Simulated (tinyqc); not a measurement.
Short-channel transistor, virtual-source model with series resistance: one step of the calculation.

The current per gate width is the charge at the top of the source barrier (the virtual source) times its velocity times a saturation function; al and be are fitting constants of the model. Units: I in uA/um, Rs in ohm um, so I Rs = 1e-6 I Rs in volts; Q in uC/cm^2, so I = 1e-4 Q vx0 Fsat with vx0 in cm/s.

Question. Current through the series resistance. Intrinsic voltages Vg' = Vgs - I Rs, Vd' = Vds - 2 I Rs. n = n0 + nd Vd', VT = VT0 - dl Vd', Ff = 1/(1 + exp((Vg' - VT + al Vt/2)/(al Vt))), Q = Cinv n Vt ln(1 + exp((Vg' - VT + al Vt Ff)/(n Vt))), Vdsat = (vx0 L/mu)(1 - Ff) + Vt Ff, Fsat = u/(1 + u^be)^(1/be) with u = Vd'/Vdsat, and I(out) = Q vx0 Fsat per width. (Fsat takes the sign of u.) Newton step: I(new) = I + (I(out) - I)/(1 - s), s = dI(out)/dI by a central difference with +/- 0.001 uA/um.

Values chosen for this exercise:

| symbol | value | unit | meaning |
|---|---|---|---|
| T | 293 | K | temperature |
| Cinv | 1.93 | uF/cm^2 | inversion capacitance |
| vx0 | 7.44e6 | cm/s | velocity at the virtual source |
| mu | 1300 | cm^2/(V s) | apparent mobility |
| L | 16 | nm | channel length |
| VT0 | 0.351 | V | threshold at zero drain voltage |
| dl | 0.052 | V/V | drain-induced barrier lowering |
| n0 | 1.25 |  | subthreshold factor |
| nd | 0 | 1/V | growth of n with drain voltage |
| al | 3.5 |  | threshold shift (in units of Vt) from weak to strong inversion |
| be | 2 |  | sharpness of saturation |
| Rs | 120 | ohm um | series resistance of each contact |
| Vgs | 0.6 | V | gate voltage |
| Vds | 0.05 | V | drain voltage |

Constants: q = 1.602176634e-19 C, kB = 1.380649e-23 J/K, Vt = kB T/q. Results are converted to the units shown.

I after iteration 2 = -72.570849 uA/um

Wanted: Vg'; Vd'; VT; Ff; Q; Vdsat; Fsat; I(out); s; I after iteration 3.

Answer.

Vg' = 0.6087 V
Vd' = 0.06742 V
VT = 0.3475 V
Ff = 0.03059
Q = 0.5094 uC/cm^2
Vdsat = 0.009649 V
Fsat = 0.9899
I(out) = 375.2 uA/um
s = -0.2101
I after iteration 3 = 297.4 uA/um

Numbers from tinyqc (`OMP_NUM_THREADS=1 python tinyqc.py 2380018 2380019 out.jsonl`; about 0.01 s on one thread of a shared Intel Xeon 2.30GHz).
